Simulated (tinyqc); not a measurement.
# CMOS inverter, nodal equation and switching: several studies

An n-channel pull-down (bn, VTn) and a p-channel pull-up (bp, VTp) share the input Vin and the output node Vout, which carries the load C. Transistor (EKV form, voltages against the body): I = 2 n b Vt^2 [F(vp - Vs) - F(vp - Vd)] from drain to source, F(v) = ln^2(1 + exp(v/(2 Vt))), vp = (Vg - VT + sg |Vd - Vs|)/n. n-channel bodies are at 0; for the p-channel device all voltages are counted down from Vdd. b in uA/V^2 gives I in uA. Static: In = Ip. Transient: C dVout/dt = Ip - In. No velocity saturation, no gate capacitance beyond C.

Values chosen for this exercise:
```
symbol  value    unit                                  meaning
T         350       K                              temperature
Vdd      0.75       V                           supply voltage
n        1.43                                     slope factor
sg      0.083                   drain-induced barrier lowering
VTn      0.33       V                      n-channel threshold
VTp      0.36       V          p-channel threshold (magnitude)
bn        260  uA/V^2  gain factor of the pull-down transistor
bp        520  uA/V^2    gain factor of the pull-up transistor
C        0.32      fF                         load capacitance
```

Constants: q = 1.602176634e-19 C, kB = 1.380649e-23 J/K, Vt = kB T/q. Results are converted to the units shown.

Each table varies one quantity; the others keep the values above.

## Energy per operation against supply voltage

For a step input the delay to Vdd/2 is tHL = C times the integral of dV/(In - Ip) from Vdd/2 to Vdd at Vin = Vdd, and tLH likewise with Ip - In from 0 to Vdd/2 at Vin = 0. A chain of 20 such gates sets the cycle time tc = 20 (tHL + tLH)/2; per gate and cycle the switching energy is 0.05 C Vdd^2 and the leakage energy Vdd Ileak tc, Ileak the mean supply current at Vin = 0 and Vdd.

Result of one run:
```
Vdd (V)	tc (ns)	switching (aJ)	leakage (aJ)	total (aJ)
1	0.05073	16.00	0.1064	16.11
```

What becomes of these results when the supply voltage Vdd is changed from 1 to 0.5 V, all else the same?

Result of the changed run:
```
Vdd (V)	tc (ns)	switching (aJ)	leakage (aJ)	total (aJ)
0.5	0.3346	4.000	0.1365	4.137
```

The whole series:
```
Vdd (V)	tc (ns)	switching (aJ)	leakage (aJ)	total (aJ)
0.15	44.03	0.3600	2.743	3.103
0.2	18.07	0.6400	1.664	2.304
0.25	7.556	1.000	0.9583	1.958
0.3	3.337	1.440	0.5586	1.999
0.35	1.607	1.960	0.3451	2.305
0.4	0.8595	2.560	0.2321	2.792
0.5	0.3346	4.000	0.1365	4.137
0.6	0.1774	5.760	0.1050	5.865
0.8	0.08149	10.24	0.09385	10.33
1	0.05073	16.00	0.1064	16.11
```

The total energy goes from 3.10 through a minimum of 1.96 (at Vdd = 0.25 V among the rows listed) to 16.1 aJ, while the cycle time falls from 44.0 to 0.0507 ns. Leakage makes up 88 % of the total in the first row and 0.66 % in the last. Below threshold the cycle lengthens exponentially and leakage flows for all of it, hence the minimum. At Vdd = 1 V the overdrive passes 0.5 V, where velocity saturation, left out here, would lengthen the delays of short devices. For Vdd = 0.15 to 0.35 V the supply is below a threshold, where mismatch, left out here, dominates margins and delay.

## Effect of the n-channel threshold

Same model as above.

VM solves In = Ip with Vin = Vout; VIL and VIH are the inputs of gain -1, NML = VIL - Vout(VIH), NMH = Vout(VIL) - VIH.

Effect of the n-channel threshold:
```
VTn (V)	VM (V)	gain at VM	NML (V)	NMH (V)	tHL (ps)	tLH (ps)
0.15	0.3090	-11.94	0.1979	0.3376	3.173	3.460
0.2	0.3295	-12.01	0.2258	0.3221	3.719	3.458
0.25	0.3503	-12.03	0.2535	0.3057	4.423	3.458
0.3	0.3713	-12.04	0.2810	0.2883	5.353	3.458
0.35	0.3925	-12.04	0.3083	0.2700	6.611	3.457
0.4	0.4140	-12.04	0.3354	0.2508	8.366	3.457
0.45	0.4357	-12.04	0.3622	0.2307	10.91	3.457
0.5	0.4577	-12.03	0.3888	0.2098	14.76	3.457
```

Read the table: what changes, and by how much?

As VTn goes from 0.15 to 0.5 V, VM rises from 0.309 to 0.458 V, the size of the gain goes from 11.94 through a maximum of 12.04 (at VTn = 0.35 V among the rows listed) to 12.03, tHL rises from 3.17 to 14.8 ps and tLH stays near 3.46 ps. The smaller margin is largest, 0.281 V, at VTn = 0.3 V among the rows. For VTn = 0.15 to 0.2 V the overdrive passes 0.5 V, where velocity saturation, left out here, would lengthen the delays of short devices.

## Effect of the slope factor

Same model as above.

Effect of the slope factor:
```
n	VM (V)	gain at VM	NML (V)	NMH (V)	tHL (ps)	tLH (ps)
1	0.3785	-12.04	0.2971	0.2876	4.268	2.432
1.1	0.3798	-12.04	0.2971	0.2853	4.680	2.669
1.2	0.3810	-12.04	0.2971	0.2829	5.096	2.908
1.3	0.3823	-12.04	0.2972	0.2806	5.515	3.147
1.4	0.3836	-12.04	0.2974	0.2782	5.934	3.386
1.5	0.3849	-12.04	0.2976	0.2758	6.352	3.624
1.6	0.3862	-12.04	0.2978	0.2734	6.768	3.859
```

Read the table: what changes, and by how much?

As n goes from 1 to 1.6, VM rises from 0.379 to 0.386 V, the size of the gain stays near 12.0, tHL rises from 4.27 to 6.77 ps and tLH rises from 2.43 to 3.86 ps. The smaller margin is largest, 0.288 V, at n = 1 among the rows.

tinyqc, about 0.03 s, one thread, Intel Xeon 2.30GHz (shared host): `OMP_NUM_THREADS=1 python tinyqc.py 2340061 2340062 out.jsonl`
